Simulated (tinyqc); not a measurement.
The basis set: RHF and MP2 along a ladder of basis sets, for HeH+, spin multiplicity 1. Computed by the program tinyqc with PySCF. Same geometry throughout; the dipole is taken about the origin.

Geometry (angstrom):
```
atom       x       y       z
He    0.0000  0.0000  0.0000
H     0.0000  0.0000  0.7650
```

RHF and frozen-core MP2 in a ladder of bases:
```
basis        functions  E(RHF) (hartree)  E(MP2 corr) (hartree)  HOMO (eV)  LUMO (eV)  dipole (debye)
sto-3g               2         -2.839928              -0.007264   -44.6277    -4.5054          2.7967
3-21g                4         -2.887249              -0.017918   -44.4821    -6.8221          2.6490
6-31g                4         -2.909865              -0.016851   -44.5780    -7.0655          2.6222
6-31g**             10         -2.924709              -0.028758   -44.6205    -6.8388          2.5204
cc-pvdz             10         -2.923460              -0.029259   -44.5975    -6.8347          2.4551
aug-cc-pvdz         18         -2.924012              -0.029747   -44.5972    -7.2804          2.4778
cc-pvtz             28         -2.932230              -0.036059   -44.6586    -7.1457          2.4888
```

What does the comparison show, and why?

From cc-pVDZ to cc-pVTZ the RHF energy falls by 8.8 mhartree and the correlation energy by 6.8. If valence correlation converges as X^-3, (27 E(T) - 8 E(D))/19 gives -0.0389 hartree, a rough estimate from such small X that usually falls short; STO-3G holds about 19 % of it. Beyond STO-3G the LUMO moves by 0.5 eV and the HOMO by 0.2 eV.
